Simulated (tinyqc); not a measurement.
Worked calculation: harmonic frequencies on the UHF/3-21g surface (energies and gradients from PySCF), for H2-, spin multiplicity 2. The basis has no diffuse functions, so it cannot describe the extra electron: this is an exercise in the method, not the real anion. Computed by tinyqc, a small Python program that keeps every step (integrals from PySCF). Settings: charge = -1, multiplicity = 2, basis = 3-21g, delta = 0.01. Command: `OMP_NUM_THREADS=1 python tinyqc.py 29950 29951 out.jsonl` (the two numbers bound the seeds that draw the settings). One thread of a shared host (Intel(R) Xeon(R) Processor @ 2.60GHz), about 0.8 s of CPU time with the checks.

## One row of the Hessian: 1Hz

optimised positions (bohr), order 1H, 2H:
```
[[0.000000, 0.000000, -0.813669],
 [0.000000, 0.000000, 2.138367]]
```

gradient at +delta (hartree/bohr), order 1H, 2H:
```
[[0.00000000, 0.00000000, 0.00019109],
 [0.00000000, 0.00000000, -0.00019109]]
```

gradient at -delta (hartree/bohr), order 1H, 2H:
```
[[0.00000000, 0.00000000, -0.00018688],
 [0.00000000, 0.00000000, 0.00018688]]
```

Displace 1Hz by +/-0.01 bohr; H(k, :) = (g(+) - g(-)) / (2 delta).

row of the Hessian (hartree/bohr^2): [0.00000000, 0.00000000, 0.01889873, 0.00000000, 0.00000000, -0.01889873]

## Hessian by finite differences

All rows are made in the same way, and the matrix is symmetrised.

Hessian (symmetrised) (hartree/bohr^2), order 1Hx, 1Hy, 1Hz, 2Hx, 2Hy, 2Hz:
```
[[-0.00000008, 0.00000000, 0.00000000, 0.00000008, 0.00000000, 0.00000000],
 [0.00000000, -0.00000008, 0.00000000, 0.00000000, 0.00000008, 0.00000000],
 [0.00000000, 0.00000000, 0.01889873, 0.00000000, 0.00000000, -0.01889873],
 [0.00000008, 0.00000000, 0.00000000, -0.00000008, 0.00000000, 0.00000000],
 [0.00000000, 0.00000008, 0.00000000, 0.00000000, -0.00000008, 0.00000000],
 [0.00000000, 0.00000000, -0.01889873, 0.00000000, 0.00000000, 0.01889873]]
```

## Normal modes

masses (u): [2.014102, 1.007825]

Diagonalise H_ij / sqrt(m_i m_j); the 5 smallest eigenvalues belong to translations and rotations; wavenumber = sqrt(eigenvalue / 1822.888) x 219474.63; each mode has its largest component positive (the first on a tie); zero-point energy = sum of wavenumbers / 2, with 349.755 1/cm per kcal/mol. A mass of 2.014 u marks deuterium.

eigenvalues of the mass-weighted Hessian (hartree/(bohr^2 u)): [0.000000, 0.000000, 0.000000, 0.000000, 0.000000, 0.028135]

harmonic wavenumbers of the vibrations (1/cm): [862.2]

mass-weighted modes, order 1Hx, 1Hy, 1Hz, 2Hx, 2Hy, 2Hz:
```
[[0.000000],
 [0.000000],
 [-0.577498],
 [0.000000],
 [0.000000],
 [0.816392]]
```

zero-point energy = 1.232637 kcal/mol
